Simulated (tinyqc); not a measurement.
Isochronal anneals: hydrogen passivation of interface dangling bonds: competing passivation and dissociation with distributed barriers. Computed by tinyqc, a small Python program. Command: `OMP_NUM_THREADS=1 python tinyqc.py 3023222 3023223 out.jsonl passiv walk`. One thread of a shared host (Intel(R) Xeon(R) Processor @ 2.30GHz), about 0.02 s of CPU time with the checks.

P_b + H2 gives P_bH + H at the rate k_f [H2]; P_bH gives P_b + H at the rate k_d. All defects start unpassivated. E_f and E_d are Gaussian and independent.

Inputs (values chosen for the exercise, close to those used for P_b centres at the silicon-oxide interface): passivation prefactor k_f0 = 3.1e-07 cm^3/s; mean passivation barrier E_f = 1.57 eV; spread sigma_f = 0.053 eV; dissociation prefactor k_d0 = 9.8e+12 1/s; mean dissociation barrier E_d = 2.85 eV; spread sigma_d = 0.051 eV; H2 in the oxide per atm, solubility factor = 8.5e+17 1/(cm^3 atm); hydrogen pressure p = 0.1 atm; anneal time t = 190 s.

Constants: k_B = 8.617333262e-05 eV/K.

Method:
- [H2] = solubility factor x p; a = k_f0 [H2] exp(-E_f/(k_B T)), d = k_d0 exp(-E_d/(k_B T)). For one pair of barriers the active share is y = [d + a exp(-(a + d) t)]/(a + d).
- Temperatures in kelvin are T(C) + 273.15.
- Average y over both Gaussians with 40 x 40 Gauss-Hermite points.
- Minimise the averaged y over T between 150 and 900 C: find where ln y is equal at T - 0.05 and T + 0.05 C; T is rounded to 0.1 C.

best temperature = 482.9 C

Active share after the time t:
```
T (C)     a (1/s)     d (1/s)  single barriers  distributed
200    4.9872e-07  4.3085e-18       9.9991e-01   9.9978e-01
250    1.9776e-05  3.4331e-15       9.9625e-01   9.9261e-01
300    4.1265e-04  8.5276e-13       9.2459e-01   8.8311e-01
350    5.2878e-03  8.7420e-11       3.6616e-01   3.8014e-01
400    4.6389e-02  4.5049e-09       1.4875e-04   2.2858e-02
450    3.0139e-01  1.3459e-07       4.4655e-07   7.2824e-05
500    1.5372e+00  2.5912e-06       1.6856e-06   3.1078e-06
600    2.2846e+01  3.4767e-04       1.5217e-05   2.4537e-05
700    1.9499e+02  1.7044e-02       8.7399e-05   1.2837e-04
800    1.1160e+03  4.0450e-01       3.6232e-04   4.9683e-04
```

What follows from these numbers?

The distributed share is least at 500 C among these rows, 3.1e-6, and the search puts the optimum at 482.9 C. On the cold side defects with high E_f survive; on the hot side dissociation, with the larger barrier, gains on passivation with an energy E_d - E_f = 1.28 eV. In that row single barriers give 1.7e-6, so the spread raises the floor. Caution: atomic hydrogen, which both passivates and depassivates, and further passivation during cooling are left out. Caution: shares below about 1e-3 in these rows are formal; measured passivation levels off well above them.

Extremes, crossings and ranges named in words are read from the listed rows.
